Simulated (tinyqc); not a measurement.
# Changing the pulse length

Model: self-heating of a transistor with one or more fingers, with temperature-dependent conductivity. Computed by tinyqc, a small Python program. Command: `OMP_NUM_THREADS=1 python tinyqc.py 3019082 3019083 out.jsonl selfheat sweep`. One thread of a shared host (Intel(R) Xeon(R) Processor @ 2.30GHz), about 0.2 s of CPU time with the checks.

N long parallel fingers lie on the top face of a slab whose bottom is held at T_0; the top is otherwise insulated, and heat flows in two dimensions. P in W/mm is 1000 P in W/m.

Inputs (values chosen for the exercise, modelled on gallium arsenide):
```
quantity                                      value           unit
conductivity at the base temperature kappa_0   44.3        W/(m K)
power per gate width P                         0.89           W/mm
fingers N                                         1              -
finger pitch s                                  8.5     micrometre
width of the heat source w                     0.66     micrometre
substrate thickness t                           400     micrometre
heat capacity C                                1.72  1e6 J/(m^3 K)
```

Power: power rises with temperature.

Method:
- A line source of power P on the top face raises the top at distance x by (P/(pi kappa_0)) g(x), g(x) = -ln tanh(pi x/(4 t)) (the image sum for the slab). On a strip of width w the centre sees the mean of g over the strip, g_0 = 1 + ln(8 t/(pi w)) for w much below t.
- theta_i = (P/(pi kappa_0)) [g_0 + sum over j != i of g(|i - j| s)], with equal powers and constant conductivity; thermal resistance = largest theta/P.
- After switching on, theta(tau) = (P D/kappa_0) int_0^tau X(u) Z(u) du at the hottest finger, D = kappa_0/C; X = sum over fingers at distance x of [erf((x + w/2)/r) - erf((x - w/2)/r)]/(2 w), Z = sum_(j=-200..200) (-1)^j exp(-(2 j t/r)^2)/sqrt(pi D u), r = 2 sqrt(D u); trapezoid rule on 300 points evenly spaced in ln u from u_0 = 1e-3 min(tau, w^2/D) to tau, plus the exact piece 2 sqrt(u_0/(pi D))/w below u_0. Conductivity and power are held at their base values here, and Fourier's law is used even where the diffusion length is near a phonon free path.

One run for each value; columns: (1) pulse length (microsecond); (2) linear rise after the pulse (K); (3) share of the steady rise; (4) diffusion length sqrt(D tau) (micrometre):
```
(1)        (2)     (3)         (4)
0.003   8.2415  0.1545  2.7797e-01
0.01   11.8450  0.2221  5.0750e-01
0.06   17.4820  0.3277  1.2431e+00
0.3    22.6130  0.4239  2.7797e+00
1      26.4600  0.4960  5.0750e+00
5      31.6060  0.5925  1.1348e+01
20     36.0380  0.6756  2.2696e+01
100    41.1840  0.7720  5.0750e+01
500    46.3300  0.8685  1.1348e+02
2000   50.6900  0.9502  2.2696e+02
```

Over the rows, linear rise after the pulse (K) rises from 8.24 to 50.7 (exponent d ln y / d ln x 0.30 between the first rows and 0.065 between the last); share of the steady rise rises from 0.154 to 0.950 (exponent d ln y / d ln x 0.30 between the first rows and 0.065 between the last); diffusion length sqrt(D tau) (micrometre) rises from 0.278 to 227 (exponent d ln y / d ln x about 0.50 throughout). Short pulses heat only the region within a diffusion length; the rise saturates when that length reaches the thickness, 400 micrometre.

Extremes, crossings and ranges named in words are read from the listed rows.
